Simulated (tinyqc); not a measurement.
Inside a calculation. Method: plane-wave Kohn-Sham cycle with exchange-only LDA in a layered model solid. One step of it, computed by the program tinyqc.

Problem. Iteration 2: Hamiltonian at one k. H(m,m') = (k + G_m)^2/2 delta + V(G_m - G_m'), with V(-G) = V(G).

A solid whose potential varies along x alone (atomic units):

| parameter | value |
|---|---|
| period a | 11.000000 |
| cross-section of the cell | 22.000000 |
| electrons per cell | 2 |
| grid points | 16 |
| plane waves -n..n, n | 2 |
| k points | 3 |
| V1 in V1 cos(2 pi x/a) | -0.240000 |
| V2 in V2 cos(4 pi x/a) | 0.170000 |

V(G_m), m = 0, 1, 2, ... (hartree): -0.195718  -0.053769  0.086548  0.000378  -0.000215

k = 0.000000 2 pi / a

Give: H.

Solution.

H (hartree), lower triangle:
```
        -2      -1      +0      +1     +2
-2   0.457
-1  -0.054  -0.033
+0   0.087  -0.054  -0.196
+1   0.000   0.087  -0.054  -0.033
+2   0.000   0.000   0.087  -0.054  0.457
```
